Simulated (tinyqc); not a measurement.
Bandgap voltage reference from two bipolar transistors: two steps of the calculation.

Two transistors of area 1 and N carry the same current I. Is(T) = Is (T/T0)^eta exp[(Vg0 q/kB)(1/T0 - 1/T)], VBE1 = Vt ln(I/Is(T)) + I rb, VBE2 = Vt ln(I/(N Is(T))) + I rb/N. The amplifier forces I R1(T) = VBE1 - VBE2 + Vos, with R(T) = R (1 + tc (T - T0)) for both resistors, and the output is Vref = VBE1 + I R2(T). Base currents and the Early effect are neglected.

Parameters, values chosen for the exercise; values of the order met in silicon bipolar transistors:
- T0 = 298 K (reference temperature)
- Vg0 = 1.175 V (band-gap voltage extrapolated to 0 K)
- eta = 4 (temperature exponent of the saturation current)
- Is = 2.4e-18 A (saturation current of the unit transistor at T0)
- N = 8 (area ratio of the second transistor)
- R1 = 2.9 kohm (resistor across which the difference of VBE falls, at T0)
- tc = 0 ppm/K (temperature coefficient of both resistors)
- Vos = 1.4 mV (offset of the amplifier)
- rb = 16 ohm (series resistance of the unit transistor)
- R2 = 25.14 kohm (output resistor at T0)
- T = 333 K (temperature)

Constants: q = 1.602176634e-19 C, kB = 1.380649e-23 J/K. Results are converted to the units shown.

Problem 1. Operating point at another temperature. Vt = kB T/q; I = (Vt ln N + Vos)/(R1(T) - rb (1 - 1/N)).

Give: Vt; I; Is(T); VBE1; I R2; Vref.

Solution 1.

Vt = 0.02870 V
I = 21.16 uA
Is(T) = 4.589e-16 A
VBE1 = 0.7049 V
I R2 = 0.5320 V
Vref = 1.237 V

From T0 to T, VBE1 changes by -58.0 mV and I R2 by 54.6 mV, which leaves -3.40 mV in Vref.

Problem 2. Resistor for zero slope at T0, ideal case. With tc = 0, Vos = 0 and rb = 0 the current is proportional to T, dVBE/dT = (VBE - Vg0 - (eta - 1) Vt)/T, and Vref has zero slope at T0 when Vref = Vg0 + (eta - 1) Vt0. Find VBE1, its slope, that Vref, R2/R1 and the curvature d2Vref/dT2 = -(eta - 1) kB/(q T0).

Find: VBE1; dVBE/dT; Vref; R2/R1; curvature.

Solution 2.

VBE1 = 0.76188 V
dVBE/dT = -1.6448 mV/K
Vref = 1.2520 V
R2/R1 = 9.1791
curvature = -0.86752 uV/K^2

Computed by the program tinyqc: `OMP_NUM_THREADS=1 python tinyqc.py 2062060 2062061 out.jsonl`, one thread of a shared Intel Xeon 2.30GHz, about 0.02 s for the whole run.
